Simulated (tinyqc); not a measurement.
# MOS structure on a p-type body, non-linear Poisson equation by Newton steps: effects of single changes

One dimension, insulator interface at x = 0, acceptor density Na, uniform, net doping C = -(acceptor density). psi is counted from the intrinsic level: n = ni exp((psi - Vb)/Vt), p = ni exp(-psi/Vt); deep in the body psi_b = -Vt ln(Na/ni). The gate acts through Cox = eps0 eox/tox and has the potential psi_G = Vg - (phiM - chi - Vt ln(Nc/ni)). Boltzmann statistics, full ionisation, classical densities, no oxide or interface charge.

Inputs (values chosen for the exercise); band and dielectric values close to those of silicon:
- T = 350 K (temperature)
- Eg = 1.1 eV (band gap)
- eps_r = 11.6 (relative permittivity)
- Nc = 3.59e19 cm^-3 (conduction-band density of states at T)
- Nv = 3.34e19 cm^-3 (valence-band density of states at T)
- chi = 4 eV (electron affinity)
- Na = 3e16 cm^-3 (acceptor density deep in the body)
- eox = 3.9 (relative permittivity of the gate insulator (close to silicon dioxide))
- tox = 2.4 nm (insulator thickness)
- phiM = 4.01 eV (gate work function)
- Vb = 0 V (electron quasi-Fermi potential against the body)

Constants: q = 1.602176634e-19 C, kB = 1.380649e-23 J/K, Vt = kB T/q, eps0 = 8.8541878128e-14 F/cm where lengths are in cm. Results are converted to the units shown.

Each table varies one quantity; the others keep the values above.

## Charge and capacitance against gate voltage

ni = sqrt(Nc Nv) exp(-Eg/(2 Vt)), Eg in volts. The Poisson equation d/dx(eps0 eps_r dpsi/dx) = -q (p - n + C), with eps0 eps_r dpsi/dx = -Cox (psi_G - psi_0) at x = 0, is solved on a mesh of about 600 nodes or more. N_inv is the integral of n less its value deep in the body. C_LF = Cox (1 - dpsi_0/dVg) with all carriers following; C_HF is the same with the electron quasi-Fermi level shifting uniformly so that N_inv stays fixed. The centroid is that of the same excess.

Results:
```
Vg (V),psi_0 - psi_b (V),N_inv (cm^-2),C_LF/Cox,C_HF/Cox,centroid (nm)
-0.29,0.539,1.51e8,0.0466,0.0462,4.68
0.12,0.830,9.74e11,0.709,0.0389,2.63
0.33,0.874,2.46e12,0.842,0.0389,1.90
0.53,0.900,4.02e12,0.892,0.0390,1.51
0.74,0.920,5.73e12,0.920,0.0390,1.26
0.94,0.934,7.40e12,0.936,0.0390,1.09
```

Estimate the missing row, Vg = -0.09 V.

Computed row:
```
Vg (V),psi_0 - psi_b (V),N_inv (cm^-2),C_LF/Cox,C_HF/Cox,centroid (nm)
-0.09,0.725,5.71e10,0.189,0.0400,3.82
```

With this row back in the table: N_inv goes from 1.51e8 to 7.40e12 cm^-2 and passes 2e11 cm^-2 at Vg = -0.0304 V. C_LF/Cox is lowest, 0.0466, at Vg = -0.29 V among the rows listed and ends at 0.936, while C_HF/Cox ends at 0.0390. Between the last two rows q dN_inv/dVg is 0.928 Cox. Where the classical centroid is under about 2 nm, confinement would move the charge away from the interface and raise the threshold. Above about 2e12 cm^-2 degeneracy matters too.

## Effect of the insulator thickness on threshold, swing and body effect

VT is the Vg at which N_inv = 2e11 cm^-2. m = 1/(dpsi_0/dVg) at N_inv = 1e8 cm^-2; the swing is the Vg between N_inv = 1e8 and 1e9 cm^-2; body coefficient [VT(Vb + 0.05 V) - VT(Vb)]/0.05 V - 1.

The same in every row: psi_0 - psi_b at VT (V) = 0.767.

Effect of the insulator thickness on threshold, swing and body effect:
```
tox (nm),VT (V),m - 1,swing (mV/decade),body coefficient
0.6,-0.0912,0.0123,72.5,0.0282
0.88,-0.0818,0.0181,72.9,0.0330
1.3,-0.0676,0.0267,73.5,0.0401
1.9,-0.0473,0.0391,74.4,0.0503
2.8,-0.0169,0.0576,75.7,0.0656
4.1,0.0271,0.0843,77.6,0.0878
6,0.0913,0.123,80.4,0.120
```

As tox goes from 0.6 to 6, VT rises from -0.0912 to 0.0913 V, the swing rises from 72.5 to 80.4 mV/decade and the body coefficient rises from 0.0282 to 0.120. The swing stays within 3.2 % of m Vt ln 10, and the body coefficient within 0.016 of m - 1.

Computed by the program tinyqc: `OMP_NUM_THREADS=1 python tinyqc.py 2080068 2080069 out.jsonl`, one thread of a shared Intel Xeon 2.30GHz, about 0.3 s for the whole run.
